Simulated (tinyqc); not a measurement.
# MOS capacitor on a p-type substrate, surface potential from the exact charge relation: effect of the acceptor density of the substrate on threshold and swing

Uniform p-type substrate, Boltzmann statistics, full ionisation, classical densities. psi is the surface potential against the body (positive when the bands bend down) and u = psi/Vt. Traps are spread evenly over the gap and neutral at flat band, so their charge is -q Dit psi; the minority quasi-Fermi level is shifted by Vb.

ni = sqrt(Nc Nv) exp(-Eg/(2 Vt)), Eg in volts; phiF = Vt ln(N/ni); Cox = eps0 eox/tox; Vfb = phiM - chi - (Eg - Vt ln(Nv/N)) - q Nf/Cox; VT = Vfb + [(2 phiF + Vb)(1 + q Dit/Cox) + sqrt(2 eps0 eps_r q N (2 phiF + Vb))/Cox]. gamma = sqrt(2 eps0 eps_r q N)/Cox; Wm = sqrt(2 eps0 eps_r (2 phiF + Vb)/(q N)); m = 1 + (eps0 eps_r/Wm + q Dit)/Cox; swing m Vt ln 10; Cmin/Cox = 1/(1 + Cox Wm/(eps0 eps_r)).

Values chosen for this exercise; band and dielectric values close to those of silicon: temperature T = 250 K; band gap Eg = 1.11 eV; relative permittivity eps_r = 11.8; conduction-band density of states at T Nc = 2.15e19 cm^-3; valence-band density of states at T Nv = 2.02e19 cm^-3; electron affinity chi = 4.02 eV; relative permittivity of the gate insulator (close to silicon dioxide) eox = 3.9; insulator thickness tox = 6.7 nm; gate work function phiM = 4.11 eV; fixed charge at the interface, in units of q Nf = 0 cm^-2; density of interface traps Dit = 0 cm^-2 eV^-1; reverse bias of the inversion layer against the body Vb = 0 V.

Constants: q = 1.602176634e-19 C, kB = 1.380649e-23 J/K, Vt = kB T/q, eps0 = 8.8541878128e-14 F/cm where lengths are in cm. Results are converted to the units shown.

Effect of the acceptor density of the substrate on threshold and swing:
```
N (cm^-3),Vfb (V),2 phiF (V),gamma (V^0.5),VT (V),Wm (nm),m,swing (mV/decade),Cmin/Cox
1e15,-0.8064,0.6815,0.03550,-0.09560,942.8,1.022,50.67,0.02105
3.3e15,-0.8322,0.7330,0.06449,-0.04398,538.2,1.038,51.47,0.03630
1.1e16,-0.8581,0.7848,0.1177,0.03106,305.0,1.066,52.90,0.06231
3.5e16,-0.8830,0.8347,0.2100,0.1436,176.4,1.115,55.31,0.1031
1.2e17,-0.9096,0.8878,0.3889,0.3447,98.23,1.206,59.84,0.1711
3.8e17,-0.9344,0.9375,0.6921,0.6731,56.72,1.357,67.33,0.2633
1.2e18,-0.9592,0.9870,1.230,1.250,32.75,1.619,80.31,0.3823
4e18,-0.9851,1.039,2.245,2.342,18.40,2.101,104.2,0.5241
```

Read the table: what changes, and by how much?

As N goes from 1e15 to 4e18, VT rises from -0.0956 to 2.34 V, the swing rises from 50.7 to 104 mV/decade and Cmin/Cox rises from 0.0210 to 0.524. Of the change of VT by 2.44 V, -0.179 V comes from Vfb and 2.62 V from the band bending and the charge it takes. gamma goes as N^(0.50) and Wm as N^(-0.47); phiF, which grows slowly with N, keeps the latter from -1/2.

Computed by the program tinyqc: `OMP_NUM_THREADS=1 python tinyqc.py 2060019 2060020 out.jsonl`, one thread of a shared Intel Xeon 2.30GHz, about 0.01 s for the whole run.
